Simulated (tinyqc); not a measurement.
Inside a calculation. Model: a double barrier with mass mismatch, transfer matrices.

Program tinyqc, `OMP_NUM_THREADS=1 python tinyqc.py 2560119 2560120 out.jsonl`; Intel Xeon 2.30GHz, shared host, one thread, about 0.06 s. Printed values are rounded.

One electron of energy E comes from the left lead (band edge 0); no transverse momentum. Parabolic bands, masses in units of m0, C = hbar^2/(2 m0); psi and psi'/m are continuous at every interface. Barrier d1, well Lw, barrier d2; the right lead equals the left one.

Inputs (values chosen for the exercise); masses and offsets of a made-up heterostructure:
- mL = 0.028 m0 (mass in the left lead)
- U1 = 1 eV (barrier height)
- m1 = 0.15 m0 (barrier mass)
- d1 = 1.1 nm (width of the first barrier)
- Lw = 4.6 nm (well width (edge 0, mass mL))
- d2 = 0.7 nm (width of the second barrier)
- E = 1.192 eV (electron energy)

Constants: q = 1.602176634e-19 C, hbar = 1.054571817e-34 J s, m0 = 9.1093837015e-31 kg, hbar^2/(2 m0) = 0.0380998212 eV nm^2. Results are converted to the units shown.

Range of the model: Masses are held fixed, although real bands cease to be parabolic a few tenths of an eV from their edges (inside a barrier too). Layers thinner than about 0.8 nm hold only a few atomic planes, where an effective mass is a rough description.

## Wave numbers

k = sqrt(m (E - U)/C) where E > U, K = sqrt(m (U - E)/C) where E < U; v = k/m in the leads.

Layers:
```
   U (eV)  m (m0)  d (nm)  k or K (1/nm)  which
1       1    0.15     1.1       0.869430      k
2       0   0.028     4.6       0.935957      k
3       1    0.15     0.7       0.869430      k
```

vL = 33.4270 1/nm
vR = 33.4270 1/nm

## Matrices of the layers

For the pair (psi, psi'/m) a flat layer has M = [[cos kd, (m/k) sin kd], [-(k/m) sin kd, cos kd]] with k = sqrt(m (E - U)/C) above its edge U, and M = [[cosh Kd, (m/K) sinh Kd], [(K/m) sinh Kd, cosh Kd]] with K = sqrt(m (U - E)/C) below it. M12 is in nm, M21 in 1/nm.

M of layer 1:
```
          1         2
1  0.576487  0.140973
2  -4.73611  0.576487
```

M of layer 2:
```
           1           2
1  -0.395846  -0.0274723
2    30.6966   -0.395846
```

M of layer 3:
```
          1          2
1  0.820449  0.0986371
2  -3.31381   0.820449
```

## Product of the matrices

The matrix of the later layer stands to the left: M = M_n ... M_2 M_1; det M = 1.

M:
```
         1         2
1  1.84995  0.345554
2  16.3820   3.60057
```

## Transmission and reflection

The matrix M carries (psi, psi'/m) across the stack, and v = k/m in each lead. psi = 1 + r at the left edge (incident amplitude 1) and t at the right edge. With det M = 1, a = i vR M11 - M21 and b = -vL vR M12 - i vL M22: t = 2 i vL/(a - b), r = -(a + b)/(a - b), T(E) = (vR/vL) |t|^2, R(E) = |r|^2.

t = 0.071695+0.145490i
r = 0.938671-0.304285i
T(E) = 0.0263074
R(E) = 0.973693

T(E) + R(E) = 1: the current is conserved.
